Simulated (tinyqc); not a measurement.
## Bandgap voltage reference from two bipolar transistors: output against temperature

Two transistors of area 1 and N carry the same current I. Is(T) = Is (T/T0)^eta exp[(Vg0 q/kB)(1/T0 - 1/T)], VBE1 = Vt ln(I/Is(T)) + I rb, VBE2 = Vt ln(I/(N Is(T))) + I rb/N. The amplifier forces I R1(T) = VBE1 - VBE2 + Vos, with R(T) = R (1 + tc (T - T0)) for both resistors, and the output is Vref = VBE1 + I R2(T). Base currents and the Early effect are neglected.

Vt = kB T/q; I = (Vt ln N + Vos)/(R1(T) - rb (1 - 1/N)).

Parameters, values chosen for the exercise; values of the order met in silicon bipolar transistors: reference temperature T0 = 300 K; band-gap voltage extrapolated to 0 K Vg0 = 1.183 V; temperature exponent of the saturation current eta = 3.6; saturation current of the unit transistor at T0 Is = 1.9e-17 A; area ratio of the second transistor N = 24; resistor across which the difference of VBE falls, at T0 R1 = 37 kohm; temperature coefficient of both resistors tc = 0 ppm/K; offset of the amplifier Vos = 0 mV; series resistance of the unit transistor rb = 0 ohm; output resistor at T0 R2 = 271.7 kohm.

Constants: q = 1.602176634e-19 C, kB = 1.380649e-23 J/K. Results are converted to the units shown.

Result of one run:
```
I (uA)	VBE1 (V)	I R2 (V)	Vref (V)	Vref - Vref(T0) (mV)	dVref/dT (uV/K)
3.131	0.4113	0.8507	1.262	-0.1180	-37.25
```

Which temperature T gave this result: 273, 298, 373, 398 or 423 K?

T = 423 K.

The whole series:
```
T (K)	I (uA)	VBE1 (V)	I R2 (V)	Vref (V)	Vref - Vref(T0) (mV)	dVref/dT (uV/K)
218	1.614	0.8177	0.4384	1.256	-6.035	111.3
233	1.725	0.7891	0.4686	1.258	-4.479	96.36
253	1.873	0.7506	0.5088	1.259	-2.739	77.91
273	2.021	0.7118	0.5490	1.261	-1.354	60.86
298	2.206	0.6628	0.5993	1.262	-0.08096	41.23
323	2.391	0.6133	0.6496	1.263	0.7211	23.18
348	2.576	0.5634	0.6998	1.263	1.089	6.478
373	2.761	0.5131	0.7501	1.263	1.055	-9.066
398	2.946	0.4624	0.8004	1.263	0.6444	-23.60
423	3.131	0.4113	0.8507	1.262	-0.1180	-37.25
```

VBE1 falls by 1.98 mV/K on average and I R2 rises by 2.01 mV/K. The slope of Vref vanishes at T = 358 K. Between 233 and 398 K Vref spans 5.60 mV, or 26.9 ppm/K by the box method (span over the average over T, over 165 K).

Numbers from tinyqc (`OMP_NUM_THREADS=1 python tinyqc.py 2062047 2062048 out.jsonl`; about 0.02 s on one thread of a shared Intel Xeon 2.30GHz).
